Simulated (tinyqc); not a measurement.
## Well width for a wanted wavelength

Inverse problem. The layer is x parts of the first compound and 1 - x of the second, grown coherently on the third as substrate and barrier. Rows of the table: lattice constant a, average valence level Ea on an absolute scale, spin-orbit splitting so, gaps at Gamma, X and L, hydrostatic deformation potentials av and ac (Gamma), shear potential b, elastic constants, electron and heavy-hole (along z) masses. All are interpolated linearly in x; gaps get -C x (1 - x), taken wholly in the conduction band; real line-ups can differ from this model by 0.1 eV or more. In-plane strain e = (a_substrate - a)/a, e_z = -2 (c12/c11) e, volume change 2 e + e_z. With v = 2 e + e_z and d = 2 b (e_z - e): Eav = Ea + av v; E_hh = Eav + so/3 - d/2; E_lh = Eav - so/6 + d/4 + sqrt(so^2 + so d + 9 d^2/4)/2; E_c = Ea + so/3 + EG + ac v (Gamma). Substrate: E_v = Ea + so/3, E_c = E_v + EG. Well depths: dEc = E_c(substrate) - E_c, dEhh = E_hh - E_v(substrate), dElh likewise; strained Gamma gap E_c - max(E_hh, E_lh); positive values confine carriers in the layer. Lowest level of a finite well of width Lw and depth V: kw Lw/2 = arctan(sqrt((mw/mb)(V - E)/E)), kw = sqrt(mw E/C), C = hbar^2/(2 m0), for electrons (dEc) and heavy holes (dEhh), mb from the substrate; transition E_c - E_hh + both levels, without exciton binding; wavelength h c/E. Find Lw and the two levels.

Parameters, values chosen for the exercise:

| symbol | value | unit | meaning |
|---|---|---|---|
| x | 0.41 |  | fraction of the first compound in the layer |
| CG | 1.43 | eV | bowing of the Gamma gap |
| CX | 1.2 | eV | bowing of the X gap |
| CL | 1.2 | eV | bowing of the L gap |

Constants: q = 1.602176634e-19 C, hbar = 1.054571817e-34 J s, h = 6.62607015e-34 J s, m0 = 9.1093837015e-31 kg, c = 299792458 m/s, hbar^2/(2 m0) = 0.0380998212 eV nm^2. Results are converted to the units shown.

Binary compounds, values chosen for the exercise:
```
	close to GaSb	close to GaAs	close to InP
a (angstrom)	6.096	5.653	5.869
Ea (eV)	-6.25	-6.92	-7.04
so (eV)	0.768	0.34	0.109
EG (eV)	0.72	1.42	1.34
EX (eV)	1.03	1.91	2.2
EL (eV)	0.807	1.71	1.92
av (eV)	0.796	1.16	1.26
ac (eV)	-6.92	-7.09	-5.08
b (eV)	-1.98	-1.7	-1.68
c11 (GPa)	88.7	118	102
c12 (GPa)	40.5	54.6	55.9
me (m0)	0.0385	0.0675	0.0807
mh (m0)	0.249	0.348	0.534
```

wavelength = 1586.6933 nm

Answer. Both levels fall steadily as the well widens, so the wavelength rises steadily and one width matches.

Lw = 11.8 nm
electron level = 17.7 meV
heavy-hole level = 7.14 meV

tinyqc, about 0.01 s, one thread, Intel Xeon 2.30GHz (shared host): `OMP_NUM_THREADS=1 python tinyqc.py 2690004 2690005 out.jsonl`
